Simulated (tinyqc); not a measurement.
Ballistic Schottky-barrier transistor with a two-dimensional channel, WKB contacts: two steps of the calculation.

Source Fermi level 0, drain Fermi level -Vd. Far from the contacts Ec = pn - psi, and the gate moves psi one to one; the band edges relax as exp(-x/lam) from pn at the source and pn - Vd at the drain; Ev = Ec - Eg. A carrier of energy w inside the channel band meets at a contact a barrier of height D (the contact edge beyond the channel edge): T = 1 for w >= D, else exp(-S), S = 4 lam sqrt(m/C) [sqrt(D - w) - sqrt(w) arctan sqrt((D - w)/w)], C = hbar^2/(2 m0). The two contacts combine as Ts Td/(Ts + Td - Ts Td).

Values chosen for this exercise; channel values close to those of a tungsten diselenide layer:
- T = 250 K (temperature)
- Eg = 1.4 eV (band gap)
- pn = 0.86 eV (barrier for electrons at both contacts)
- mp = 0.4 m0 (hole mass)
- g = 2 (valleys or subbands)
- lam = 2.3 nm (screening length at the contacts)
- Vd = 0.7 V (drain bias)
- ps = 0.53 V (band shift psi of the channel by the gate)
- w0 = 0.092 eV (energy of one carrier inside the channel band)
- wm = 0.32 eV (upper end of the grid)
- nE = 15 (points of the grid)

Constants: q = 1.602176634e-19 C, kB = 1.380649e-23 J/K, hbar = 1.054571817e-34 J s, h = 6.62607015e-34 J s, m0 = 9.1093837015e-31 kg, Vt = kB T/q, hbar^2/(2 m0) = 0.0380998212 eV nm^2. Results are converted to the units shown.

Task 1. Transmission of one of the holes. S and T at both contacts for w = w0, and the tunnelling distance lam ln(D/w) at the higher barrier.

D for holes (eV): source -0.53000000, drain 0.17000000

Give: S at the source; S at the drain; combined T; tunnelling distance.

Result 1.

S at the source = 0
S at the drain = 1.5968
combined T = 0.20255
tunnelling distance = 1.4122 nm

Task 2. Current of the holes on a coarse grid. I/W = g (2 q^2/h) int T(w) [N(Es + w) - N(Ed + w)] dw with w the energy of motion along the channel, N(y) = (1/2 pi) sqrt(pi m kB T/C) Fm(-y/kB T), Fm(x) = (1/sqrt(pi)) int_0^infinity u^(-1/2)/(1 + exp(u - x)) du. Electrons: Ds = psi, Dd = psi - Vd, Es = Ec, Ed = Ec + Vd. Holes: Ds = -psi, Dd = Vd - psi, Es = -Ev, Ed = -Ev - Vd. The size of each current is taken; both flow from drain to source and add. Simpson's rule on nE equally spaced w from 0 to wm.

Give: w; Ts; Td; T; size of the supply difference; current.

Result 2.

| point | w (eV) | Ts | Td | T | size of the supply difference (1/um) |
|---|---|---|---|---|---|
| 0 | 0.0000 | 1.000 | 4.594e-6 | 4.594e-6 | 4.664e-6 |
| 1 | 0.0229 | 1.000 | 0.002364 | 0.002364 | 1.614e-6 |
| 2 | 0.0457 | 1.000 | 0.01883 | 0.01883 | 5.587e-7 |
| 3 | 0.0686 | 1.000 | 0.07399 | 0.07399 | 1.934e-7 |
| 4 | 0.0914 | 1.000 | 0.1983 | 0.1983 | 6.693e-8 |
| 5 | 0.1143 | 1.000 | 0.4091 | 0.4091 | 2.317e-8 |
| 6 | 0.1371 | 1.000 | 0.6849 | 0.6849 | 8.018e-9 |
| 7 | 0.1600 | 1.000 | 0.9419 | 0.9419 | 2.775e-9 |
| 8 | 0.1829 | 1.000 | 1.000 | 1.000 | 9.605e-10 |
| 9 | 0.2057 | 1.000 | 1.000 | 1.000 | 3.325e-10 |
| 10 | 0.2286 | 1.000 | 1.000 | 1.000 | 1.151e-10 |
| 11 | 0.2514 | 1.000 | 1.000 | 1.000 | 3.983e-11 |
| 12 | 0.2743 | 1.000 | 1.000 | 1.000 | 1.378e-11 |
| 13 | 0.2971 | 1.000 | 1.000 | 1.000 | 4.771e-12 |
| 14 | 0.3200 | 1.000 | 1.000 | 1.000 | 1.651e-12 |

current = 2.162e-7 uA/um

Range of the model: No scattering, image-force lowering, channel charge or band-to-band tunnelling; parabolic kappa overstates S deep in the gap.

tinyqc, about 0.5 s, one thread, Intel Xeon 2.30GHz (shared host): `OMP_NUM_THREADS=1 python tinyqc.py 2390034 2390035 out.jsonl`
